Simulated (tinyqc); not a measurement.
Inside a calculation. Method: one-electron ion in a basis of Gaussians. One step of it, computed by the program tinyqc.

Task: Matrices over normalised Gaussians. With p = a_i + a_j and I(k) = Gamma((k+1)/2) / (2 p^((k+1)/2)): S = I(2l+2), T = (2l+3) a_i a_j S / p, V = -Z I(2l+1), each divided by sqrt(S_ii S_jj).

exponents of r^l exp(-a r^2) (1/bohr^2): [0.048520, 0.217000, 0.970700, 4.342000]

Z = 4

l = 2

Give: S; T; V.

Result:

S:
$$\begin{pmatrix}
1.000 & 0.406 & 0.050 & 0.004 \\
0.406 & 1.000 & 0.406 & 0.050 \\
0.050 & 0.406 & 1.000 & 0.406 \\
0.004 & 0.050 & 0.406 & 1.000
\end{pmatrix}$$

T (hartree):
$$\begin{pmatrix}
0.170 & 0.113 & 0.016 & 0.001 \\
0.113 & 0.759 & 0.504 & 0.073 \\
0.016 & 0.504 & 3.397 & 2.254 \\
0.001 & 0.073 & 2.254 & 15.197
\end{pmatrix}$$

V (hartree):
$$\begin{pmatrix}
-0.750 & -0.503 & -0.122 & -0.021 \\
-0.503 & -1.586 & -1.065 & -0.259 \\
-0.122 & -1.065 & -3.354 & -2.252 \\
-0.021 & -0.259 & -2.252 & -7.094
\end{pmatrix}$$
